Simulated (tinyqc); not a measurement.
MOSFET in saturation, small-signal circuit and noise: two steps of the calculation.

Bias by the inversion coefficient IC = I/Ispec (charge-based model with velocity saturation; weak inversion below 0.1, strong above 10). Common-source circuit: gm, gds, Cgs, Cgd and Cj at the inner nodes, Rg in series with the gate; quasi-static, no source or drain resistance, no gate-body capacitance, no substrate network, no induced gate noise, so fmax is an upper estimate.

Inputs (values chosen for the exercise):
- T = 400 K (temperature)
- L = 40 nm (gate length)
- W = 10 um (total gate width)
- Cox = 1.56 uF/cm^2 (gate capacitance)
- mu = 130 cm^2/(V s) (mobility)
- n = 1.24 (slope factor)
- Ls = 15 nm (velocity-saturation length)
- sg = 0.082 (ratio gds/gm)
- IC = 1.9 (inversion coefficient)
- f = 2 GHz (signal frequency)

Constants: q = 1.602176634e-19 C, kB = 1.380649e-23 J/K, Vt = kB T/q. Results are converted to the units shown.

Question 1. Current, transconductance and gain. Ispec = 2 n mu Cox (W/L) Vt^2, lc = Ls/L, gms = [sqrt((lc IC + 1)^2 + 4 IC) - 1]/[2 + lc (lc IC + 1)], gm = gms Ispec/(n Vt), gds = sg gm.

Give: Ispec; I; gms; gm; gds; gm/I.

Answer 1.

Ispec = 149.4 uA
I = 283.8 uA
gms = 0.8498
gm = 2.970 mS
gds = 0.2436 mS
gm/I = 10.46 1/V

Question 2. Current gain and unilateral power gain. |h21| = |Y21/Y11|; U = |Y21 - Y12|^2/(4 [Re Y11 Re Y22 - Re Y12 Re Y21]). Extrapolated at 20 dB a decade: f |h21| and f sqrt(U).

Y with Rg (mS):
```
	1	2
1	0.000103537+0.140293215i	-0.000039878-0.054035364i
2	2.970269791-0.056227456i	0.243581508+0.150384106i
```

Give: |h21|; U; f |h21|; f sqrt(U).

Answer 2.

|h21| = 21.18
U = 1.535e4
f |h21| = 42.35 GHz
f sqrt(U) = 247.8 GHz

tinyqc, about 0.01 s, one thread, Intel Xeon 2.30GHz (shared host): `OMP_NUM_THREADS=1 python tinyqc.py 2150004 2150005 out.jsonl`
